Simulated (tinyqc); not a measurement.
Spin coating of a resist or spin-on film: centrifugal thinning, evaporation and the final thickness (Emslie and Meyerhofer models): one step, computed by the program tinyqc. Command: `OMP_NUM_THREADS=1 python tinyqc.py 3112297 3112298 out.jsonl spincoat walk`. One thread of a shared host (Intel(R) Xeon(R) Processor @ 2.30GHz), about 0.06 s of CPU time with the checks.

A Newtonian film stays uniform over the wafer; solvent and solids have the same density and the concentration is uniform through the thickness.

Problem. First explicit step of the full model. omega = 2 pi f/60; nu(c) = nu_s + k c^gamma; evaporation rate e = e0 sqrt(f/1000 rpm). Solids s and liquid l per area start at s = c0 h0, l = (1 - c0) h0. With h = h0 and c = c0: Q = K h^3, K = 2 omega^2/(3 nu); one Euler step of length dt = 0.01 h0/Q for s and l, ds/dt = -c Q, dl/dt = -(1 - c) Q - e.

Inputs (values chosen for the exercise, of the order of those of a polymer resist in an ester solvent): solids volume fraction c0 = 0.33; starting thickness h0 = 200 micrometre.

flow constant K = 0.001728348 1/(micrometre^2 s)

evaporation rate e = 0.6640783 micrometre/s

Give: Q; dt; s; l; Q/e at the start.

Solution.

Q = 13827 micrometre/s

dt = 1.446e-04 s

s = 65.34 micrometre

l = 132.7 micrometre

Q/e at the start = 20821

Caution: above a Reynolds number of about 3e5 the air flow near the rim turns turbulent, and evaporation is no longer uniform.
